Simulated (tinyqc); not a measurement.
Electromigration in a confined line: Blech product, Korhonen stress evolution and Black's law: one step, computed by the program tinyqc.

The electron wind pushes atoms from the cathode (x = 0) to the anode (x = L); blocking ends build a back stress (tension positive). The input rho is taken not to change with temperature. d sigma/dt = d/dx [kappa (d sigma/dx + G)], with zero flux at both ends and sigma = sigma_0 at t = 0.

Task: Stress along the line. sigma(x, t) = sigma_0 + G L [1/2 - x/L - 4 sum_(m odd) cos(m pi x/L) exp(-m^2 pi^2 s)/(m pi)^2], s = t/tau, summed to m = 399. Steady state: sigma_0 + G L (1/2 - x/L). Take x/L = 0, 0.1, 0.2, 0.3, 0.4, 0.6, 0.8 and 1.

Inputs (values chosen for the exercise, close to those used for ruthenium lines):
```
quantity                            value  unit
critical stress sigma_c               390   MPa
initial stress sigma_0                150   MPa
line length L                         130    um
test temperature T                    290     C
time as a fraction of L^2/kappa, s   0.05     -
```

Start: thermal stress.

stress gradient G = 39.58319 MPa/um

Give: Stress (MPa).

Result:

Stress (MPa):
```
x/L  at time s  steady state
0.0       1447          2723
0.1        996          2208
0.2        665          1694
0.3        433          1179
0.4        273           665
0.6         27          -365
0.8       -365         -1394
1.0      -1147         -2423
```

Caution: stresses above sigma_c are formal, since a void forms first.
